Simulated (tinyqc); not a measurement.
Length of a polyene: Hueckel, PPP and singles CI along the polyenes. Computed by the program tinyqc. Command: `OMP_NUM_THREADS=1 python tinyqc.py 112564 112565 out.jsonl`; one thread of a shared host (Intel(R) Xeon(R) Processor @ 2.60GHz), about 0.2 s.

All-trans chains of carbon centres 1.40 angstrom apart:
```
parameter,value
"beta (eV), times 1 +/- alternation",-2.470000
alternation,0
W (eV),11.160000
gamma_rr (eV),9.850000
repulsion formula,Ohno
```

Hueckel uses the same beta without repulsion; CIS keeps all single excitations and so misses the low, doubly excited 2Ag state. W is the valence ionisation energy of a centre, MN the Mataga-Nishimoto formula, f the oscillator strength.

Gaps and excitations (eV):
```
centres,Hueckel gap,PPP orbital gap,bright singlet (CIS),f,lowest triplet (CIS)
2,4.940,12.054,6.308,0.541,3.572
4,3.053,9.306,4.830,1.058,2.321
6,2.199,7.886,3.961,1.525,1.717
8,1.716,7.016,3.388,1.948,1.380
10,1.406,6.429,2.982,2.327,1.171
12,1.191,6.009,2.680,2.668,1.032
14,1.033,5.695,2.448,2.979,0.935
```

The Hueckel gap tends to 4 x alternation x |beta| = 0.00 eV for long chains (zero without alternation, falling as 1/N). Exchange opens the PPP orbital gap, and the attraction of electron and hole brings the bright state 3.25 eV below it at 14 centres; the triplet lies 1.51 eV lower still.
